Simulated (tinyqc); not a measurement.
Programming of a floating-gate cell by Fowler-Nordheim tunnelling: two steps of the calculation.

Per tunnel area the floating gate has Ctun = 3.9 eps0/tox to the channel (0 V) and Ccg to the control gate, Ct = Ctun/(1 - ag), no other coupling. With the threshold shift U = -Q/Ccg the field is F = ag (Vg - U)/tox, and dU/dt = J/Ccg. Fowler-Nordheim: J = A F^2 exp(-B/F), A = q^2/(16 pi^2 hbar mo phi) (times 1e14 for A/cm^2 with F in V/nm, emitter mass m0), B = (4/3) sqrt(mo/C) phi^1.5, C = hbar^2/(2 m0).

Values chosen for this exercise; oxide values close to those of silicon dioxide:

| symbol | value | unit | meaning |
|---|---|---|---|
| phi | 3 | eV | tunnel barrier |
| mo | 0.44 | m0 | tunnelling mass |
| tox | 6.6 | nm | tunnel oxide thickness |
| ag | 0.71 |  | coupling ratio Ccg/Ct |
| ar | 890 | nm^2 | tunnel area |
| Vt0 | -0.9 | V | threshold shift at the start |
| Vg | 9 | V | control-gate voltage |
| dt | 69 | us | time step |
| n | 8 |  | steps |

Constants: q = 1.602176634e-19 C, hbar = 1.054571817e-34 J s, m0 = 9.1093837015e-31 kg, eps0 = 8.8541878128e-14 F/cm where lengths are in cm, hbar^2/(2 m0) = 0.0380998212 eV nm^2. Results are converted to the units shown.

Task 1. Constants of the cell. A, B, Ccg = ag Ct, the starting field and current, K = A B ag/(Ccg tox), and the knee time t0 = exp(B/F(0))/K.

Wanted: A; B; Ccg; F(0); J(0); K; t0; electrons for 1 V of shift.

Result 1.

A = 1.1678e8 A cm^-2 (V/nm)^-2
B = 23.544 V/nm
Ccg = 1.2809 uF/cm^2
F(0) = 1.0650 V/nm
J(0) = 0.033187 A/cm^2
K = 2.3090e14 1/s
t0 = 17.285 us
electrons for 1 V of shift = 71.156

Task 2. Explicit time steps against the exact solution. U(new) = U + dt J(F(U))/Ccg. Exact: exp(B/F(t)) = exp(B/F(0)) + K t, K = A B ag/(Ccg tox), and U = Vg - tox F/ag.

Give: t; F; J; U by steps; U exact.

Result 2.

```
step  t (us)  F (V/nm)  J (A/cm^2)  U by steps (V)  U exact (V)
0          0     1.065     0.03319         -0.9000      -0.9000
1      69.00     0.873    1.707e-4          0.8877      -0.2288
2      138.0     0.872    1.652e-4          0.8969      -0.0057
3      207.0     0.871    1.600e-4          0.9058       0.1285
4      276.0     0.870    1.551e-4          0.9144       0.2240
5      345.0     0.869    1.505e-4          0.9227       0.2977
6      414.0     0.868    1.462e-4          0.9308       0.3576
7      483.0     0.867    1.421e-4          0.9387       0.4080
8      552.0     0.866    1.382e-4          0.9464       0.4513
```

Range of the model: Programming fields of 10 MV/cm and more wear the oxide; trapping and the channel potential are ignored.

Computed by the program tinyqc: `OMP_NUM_THREADS=1 python tinyqc.py 2130055 2130056 out.jsonl`, one thread of a shared Intel Xeon 2.30GHz, about 0.01 s for the whole run.
